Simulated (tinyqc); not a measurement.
Worked calculation: single-band model of a thermoelectric material. Computed by tinyqc, a small Python program that keeps every step. Command: `OMP_NUM_THREADS=1 python tinyqc.py 3021168 3021169 out.jsonl thermo walk`. One thread of a shared host (Intel(R) Xeon(R) Processor @ 2.30GHz), about 0.01 s of CPU time with the checks. Intermediate numbers are printed to about 7 digits and carried at full precision; extremes and crossings named in words are read from the listed rows.

One spherical band, one scattering law, no minority carriers and no phonon drag. In a real material minority carriers limit |S| to about E_g/(2 e T), so larger values are formal. eta = E_F/(k_B T) is counted from the band edge; f = 1/(1 + exp(x - eta)).

Inputs (values chosen for the exercise, for a model material):
```
quantity,value,unit
density-of-states mass m,0.3,m_0
mobility parameter mu_300,1600,cm^2/(V s)
temperature exponent p,2,-
lattice thermal conductivity kappa_L,1.1,W/(m K)
carrier density n,5.2e+19,1/cm^3
temperature T,720,K
```

Band: parabolic. Scattering: acoustic phonons, r = -0.5.

Constants: m_0 = 9.1093837015e-31 kg; k_B = 1.380649e-23 J/K; hbar = 1.054571817e-34 J s; k_B = 8.617333262e-05 eV/K; e = 1.602176634e-19 C.

## Fermi level

With x = E/(k_B T), a = alpha k_B T (0 for a parabolic band), G = x (1 + a x), D = 1 + 2 a x and <y> = int y f (1 - f) dx, f = 1/(1 + exp(x - eta)): tau = tau_0 G^r/D; transport function s = G^(3/2 + r)/D^2; n = N_0 <G^(3/2)> with N_0 = (2 m k_B T)^(3/2)/(3 pi^2 hbar^3). Integrals over x = E/(k_B T) use 160 Gauss-Legendre points in u = sqrt(x) from 0 to sqrt(max(eta, 0) + 32). Solve for eta.

N_0 = 1.153279e+19 1/cm^3

reduced Fermi level eta = 2.368856

## Transport integrals

The formulas are those given above.

<s> = 2.458319

<x s> = 8.718375

<x^2 s> = 37.22758

<G^(3/2)> = 4.508881

<G^(3/2 + 2r)/D^4> = 1.431023

## Coefficients

sigma = e mu_0 N_0 <s> with mu_0 = e tau_0/m = mu_300 (T/300 K)^(-p); |S| = (k_B/e)(<x s>/<s> - eta); Lorenz number L = (k_B/e)^2 (<x^2 s>/<s> - (<x s>/<s>)^2); kappa_e = L sigma T; zT = S^2 sigma T/(kappa_L + kappa_e). Hall factor r_H = <G^(3/2)> <G^(3/2 + 2r)/D^4>/<s>^2; drift mobility sigma/(n e) with n = N_0 <G^(3/2)>; power factor S^2 sigma.

conductivity sigma = 1261.772 S/cm

Seebeck coefficient |S| = 101.4796 microvolt/K

Lorenz number L = 1.905473 1e-8 V^2/K^2

drift mobility = 151.4492 cm^2/(V s)

Hall factor r_H = 1.067675

power factor = 12.99387 microwatt/(cm K^2)

kappa_e = 1.731075 W/(m K)

zT = 0.3304606

L is 78 % of the degenerate value pi^2/3 (k_B/e)^2 = 2.443; the classical limit for this r is (r + 5/2)(k_B/e)^2 = 1.485. The charge carriers transport 61 % of the heat.

## Limiting formulas for the Seebeck coefficient

Classical: |S| = (k_B/e)[r + 5/2 - ln(n/N_c)], N_c = (3 sqrt(pi)/4) N_0. Degenerate (Mott): |S| = (pi^2/3)(k_B/e)(r + 3/2)/eta_F, eta_F = (n/N_0)^(2/3).

Seebeck coefficients:
```
formula,|S| (microvolt/K),deviation (%)
full integral,101.4796,0.00000
classical,67.0975,-33.88086
degenerate,103.8737,2.35913
```

At eta = 2.37 the degenerate formula is the closer one, off by 2.4 %; the other is out of its range.

## Best doping

Quality factor B = (k_B/e)^2 e mu_0 N_0 T/kappa_L; zT and the power factor are maximised over eta between -8 and 30.

quality factor B = 0.2494756

eta of the largest zT = -0.3192259

density of the largest zT = 9.056585e+18 1/cm^3

largest zT = 0.7183694

|S| at the largest zT = 224.8143 microvolt/K

eta of the largest power factor = 0.6681219

density of the largest power factor = 1.930500e+19 1/cm^3

largest power factor = 15.47572 microwatt/(cm K^2)

The sample is overdoped by a factor 5.74 and reaches 46 % of the best zT. zT peaks at a density 2.13 times lower than the power factor, because kappa_e grows with n.

## Against the Fermi level

The formulas are those given above.

The same material at other dopings:
```
eta,n (1/cm^3),|S| (microvolt/K),sigma (S/cm),power factor (microwatt/(cm K^2)),zT
-4,2.789968e+17,517.8236,9.315740e+00,2.49793,0.1620305
-3,7.502031e+17,432.9714,2.493823e+01,4.67503,0.2987161
-2,1.982277e+18,350.2394,6.514783e+01,7.99153,0.4914633
-1,5.025431e+18,272.4867,1.607866e+02,11.93824,0.6722322
0,1.173048e+19,204.5012,3.557688e+02,14.87852,0.7079525
1,2.415616e+19,150.8757,6.740525e+02,15.34377,0.5705556
2,4.329050e+19,112.3892,1.091680e+03,13.78937,0.3879841
4,9.982891e+19,68.2156,2.062380e+03,9.59701,0.1641249
6,1.754879e+20,46.9460,3.080866e+03,6.78999,0.0805022
10,3.692421e+20,28.3451,5.132683e+03,4.12382,0.0301956
```

|S| falls and sigma rises with eta, so their product S^2 sigma peaks: among these rows at eta = 1, and zT at eta = 0, where |S| = 205 microvolt/K. zT stays above 90 % of its best row from n = 5.0e18 to 1.2e19 per cm^3.

Checks made by the program: |S| against (k_B/e)[(r + 5/2) F_(r+3/2)/((r + 3/2) F_(r+1/2)) - eta] by adaptive quadrature (relative difference 1e-10).
